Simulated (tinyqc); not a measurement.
Inside a calculation: optical transitions of a finite quantum well. Values are carried at full precision from step to step, so a last printed digit may differ when a step is redone from the rounded ones.

Each carrier sees a square well of width L with its own depth V and masses m (inside), mb (outside); c = hbar^2/2m0, k = sqrt(m E/c), kappa = sqrt(mb (V - E)/c), and level n solves k L + 2 atan[(k/m)/(kappa/mb)] = n pi. The envelope is cos(kz) for odd n and sin(kz) for even n inside, joins exp(-kappa (|z| - L/2)) outside, and is normalised to 1. Excitons and band mixing are left out.

Constants: hbar^2/2m0 = 3.80998211 eV angstrom^2; hc = 1239.841984 eV nm; fine-structure constant alpha = 0.007297352564.

Values chosen for the exercise (near those of a GaAs well in AlGaAs; not measured data): L = 83 angstrom (well width); Eg = 1.495 eV (gap of the well); Vc = 0.17 eV (conduction offset); Vv = 0.095 eV (valence offset); me = 0.0683 m0 (electron, well); meb = 0.0844 m0 (electron, barrier); mh = 0.333 m0 (heavy hole along z, well); mhb = 0.408 m0 (heavy hole, barrier); ml = 0.0895 m0 (light hole along z, well); mlb = 0.1106 m0 (light hole, barrier); Ns = 1.5 x 1e12/cm^2 (electrons in e1); n_r = 3.49 (refractive index); G = 12 meV (half width of the line).

## Confinement energies

Up to three levels for each carrier.

Levels:
```
level,E (eV),k (1/angstrom),kappa (1/angstrom)
e1,0.0357,0.02531,0.05454
e2,0.1321,0.04867,0.02897
hh1,0.0098,0.02921,0.09554
hh2,0.0384,0.05790,0.07788
hh3,0.0813,0.08427,0.03836
lh1,0.0244,0.02392,0.04529
lh2,0.0856,0.04484,0.01653
```

## Interband transitions

From e1 and e2 to each hole level: E = Eg + E_e + E_h, wavelength hc/E, squared overlap of the envelopes, and the strength |<S|p|v>|^2 in units of P^2 at the subband edge: overlap^2 times 1/2 (hh) or 1/6 (lh) for light polarised in the plane (TE), times 0 (hh) or 2/3 (lh) along z (TM).

Transitions:
```
pair,E (eV),wavelength (nm),overlap^2,TE,TM
e1-hh1,1.5405,804.8,0.9790,0.4895,0.0000
e1-lh1,1.5551,797.3,0.9967,0.1661,0.6644
e1-hh2,1.5691,790.2,0.0000,0.0000,0.0000
e1-hh3,1.6120,769.1,0.0156,0.0078,0.0000
e1-lh2,1.6163,767.1,0.0000,0.0000,0.0000
e2-hh1,1.6369,757.4,0.0000,0.0000,0.0000
e2-lh1,1.6515,750.7,0.0000,0.0000,0.0000
e2-hh2,1.6655,744.4,0.8535,0.4267,0.0000
e2-hh3,1.7084,725.7,0.0000,0.0000,0.0000
e2-lh2,1.7127,723.9,0.9348,0.1558,0.6232
```

The edge is e1-hh1 at 805 nm. Pairs of opposite parity vanish exactly; e1-hh3 is allowed by parity and reaches 0.0156, only because the two envelopes leak differently into the barriers.

## Intersubband transitions from e1

z_1j = <1|z|j>; 1/m1 = <1|1/m|1>; f_1j = (m1/c)(E_j - E_1) z_1j^2, which sums to 1 over all bound and continuum states.

Transitions:
```
pair,E (meV),wavelength (micrometre),|z| (angstrom),f
1-2,96.4,12.86,23.63,0.9780
```

m1 = 0.0692 m0
sum of f over bound states = 0.9780

The continuum carries the remaining 0.0220. With hard walls z_12 = 16 L/(9 pi^2) = 14.95 angstrom and f_12 = 256/(27 pi^2) = 0.9607.

## Absorption of one well

For light polarised along z (a real waveguide or Brewster geometry adds an angle factor), with all electrons in e1 and none in e2, the peak fractional absorption is 4 pi alpha Ns c f_12/(n_r m1 G) and the area under the Lorentzian line is pi G times that, c = hbar^2/2m0; 1e12/cm^2 = 1e-4/angstrom^2. EF - E1 = 2 pi c Ns/m1 at zero temperature.

peak absorption = 1.767 %
area = 66.62 % meV
EF - E1 = 51.9 meV

EF lies below e2, as assumed.

## Checks

- Sum of f over all levels of a difference grid (60 cells across the well) against 1: 0.999 against 1.000.
- The strength f_12 on that grid against the matched envelopes: both 0.978.

tinyqc: `OMP_NUM_THREADS=1 python tinyqc.py 1282147 1282148 out.jsonl`; about 0.1 s, one thread, shared Intel(R) Xeon(R) Processor @ 2.30GHz.
